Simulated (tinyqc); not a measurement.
# Worked calculation: on-chip power grid, static voltage drop by conjugate gradients

Numbers from tinyqc (`OMP_NUM_THREADS=1 python tinyqc.py 2770227 2770228 out.jsonl`; about 0.08 s on one thread of a shared Intel Xeon 2.30GHz). Printed values are rounded.

A grid of 3 rows and 3 columns, node k = 3 row + column. Neighbours in a row are joined by Rx, in a column by Ry; pad nodes, which reach the supply through Rp: 0, 2, 6, 8. Each node draws I0, node 4 draws kh I0. The drops u = Vdd - V solve G u = i, with G the conductance matrix (1/Rp added on the diagonal at pad nodes).

Inputs (values chosen for the exercise):
```
symbol,value,unit,meaning
Vdd,1,V,supply voltage
Rx,0.11,ohm,resistance of a horizontal segment
Ry,0.39,ohm,resistance of a vertical segment
Rp,0.034,ohm,resistance from a pad node to the supply
I0,4.6,mA,load current of an ordinary node
kh,3,,factor on the load at the hot node
```

## Diagonal of G, loads and first direction

G_kk = sum of the conductances at node k. Start u = 0, so the residual is r = i; z = r/G_kk (Jacobi preconditioner), p = z.

G_kk (S):
```
          col 0     col 1     col 2
row 0  41.06678  20.74592  41.06678
row 1  14.21911  23.31002  14.21911
row 2  41.06678  20.74592  41.06678
```

r at the start (mA):
```
       col 0  col 1  col 2
row 0    4.6    4.6    4.6
row 1    4.6   13.8    4.6
row 2    4.6    4.6    4.6
```

p at the start (mV):
```
           col 0      col 1      col 2
row 0  0.1120127  0.2217303  0.1120127
row 1  0.3235082  0.5920200  0.3235082
row 2  0.1120127  0.2217303  0.1120127
```

## Iteration 1: conjugate-gradient step

u at the start (mV):
```
       col 0  col 1  col 2
row 0      0      0      0
row 1      0      0      0
row 2      0      0      0
```

q = G p; with z = r/G_kk: a = (r.z)/(p.q); u(new) = u + a p; r(new) = r - a q; b = (r.z)(new)/(r.z); p(new) = z(new) + b p.

q (mA):
```
           col 0     col 1      col 2
row 0   1.754761  1.045406   1.754761
row 1  -1.356424  6.780954  -1.356424
row 2   1.754761  1.045406   1.754761
```

a = 3.475796

u after iteration 1 (mV):
```
          col 0     col 1     col 2
row 0  0.389333  0.770690  0.389333
row 1  1.124449  2.057741  1.124449
row 2  0.389333  0.770690  0.389333
```

r after iteration 1 (mA):
```
           col 0      col 1      col 2
row 0  -1.499194   0.966383  -1.499194
row 1   9.314654  -9.769217   9.314654
row 2  -1.499194   0.966383  -1.499194
```

b = 1.089184

p after iteration 1 (mV):
```
          col 0     col 1     col 2
row 0  0.085496  0.288087  0.085496
row 1  1.007440  0.225720  1.007440
row 2  0.085496  0.288087  0.085496
```

## Iteration 2: conjugate-gradient step

As before.

q (mA):
```
          col 0      col 1     col 2
row 0  -1.69110    3.84339  -1.69110
row 1  11.83446  -14.53293  11.83446
row 2  -1.69110    3.84339  -1.69110
```

a = 0.7480324

u after iteration 2 (mV):
```
          col 0     col 1     col 2
row 0  0.453287  0.986188  0.453287
row 1  1.878046  2.226587  1.878046
row 2  0.453287  0.986188  0.453287
```

r after iteration 2 (mA):
```
           col 0      col 1      col 2
row 0  -0.234198  -1.908595  -0.234198
row 1   0.462091   1.101886   0.462091
row 2  -0.234198  -1.908595  -0.234198
```

b = 0.02641307

p after iteration 2 (mV):
```
             col 0        col 1        col 2
row 0  -0.00344463  -0.08438929  -0.00344463
row 1   0.05910745   0.05323287   0.05910745
row 2  -0.00344463  -0.08438929  -0.00344463
```

## Iteration 3: conjugate-gradient step

As before.

q (mA):
```
          col 0      col 1     col 2
row 0  0.474158  -1.824598  0.474158
row 1  0.374185   0.598944  0.374185
row 2  0.474158  -1.824598  0.474158
```

a = 1.161843

u after iteration 3 (mV):
```
          col 0     col 1     col 2
row 0  0.449285  0.888141  0.449285
row 1  1.946720  2.288435  1.946720
row 2  0.449285  0.888141  0.449285
```

r after iteration 3 (mA):
```
            col 0      col 1       col 2
row 0  -0.7850945  0.2113015  -0.7850945
row 1   0.0273466  0.4060074   0.0273466
row 2  -0.7850945  0.2113015  -0.7850945
```

b = 0.1630438

p after iteration 3 (mV):
```
             col 0        col 1        col 2
row 0  -0.01967914  -0.00357394  -0.01967914
row 1   0.01156033   0.02609701   0.01156033
row 2  -0.01967914  -0.00357394  -0.01967914
```

## Course of the conjugate-gradient iteration

Stop when |r| is below 1e-9 mA.

Course of the iteration:
```
iteration  largest u (mV)  |r| (mA)
1                2.057741      16.7
2                2.226587      3.02
3                2.288435      1.65
4                2.313877   < 1e-11
```

Converged in 4 iterations for 9 unknowns; in exact arithmetic the method needs at most 9. The condition number of the scaled matrix is 8.07. Gauss-Seidel sweeps in node order need 49 to reach the same residual.

## Worst drop, pad currents and power lost

converged u (mV):
```
          col 0     col 1     col 2
row 0  0.430100  0.884657  0.430100
row 1  1.957990  2.313877  1.957990
row 2  0.430100  0.884657  0.430100
```

Pad current u/Rp; worst drop as a share of Vdd; power lost in the grid and pads sum_k i_k u_k; power delivered sum_k i_k (Vdd - u_k).

worst drop = 2.313877 mV
share of Vdd = 0.2313877 %
pad currents (mA): node 0 12.65, node 2 12.65, node 6 12.65, node 8 12.65
power lost = 0.06599769 mW
power delivered = 50.53400 mW

The pad currents add up to the total load, 50.60 mA. The worst drop is at node 4; the hot node is 4.
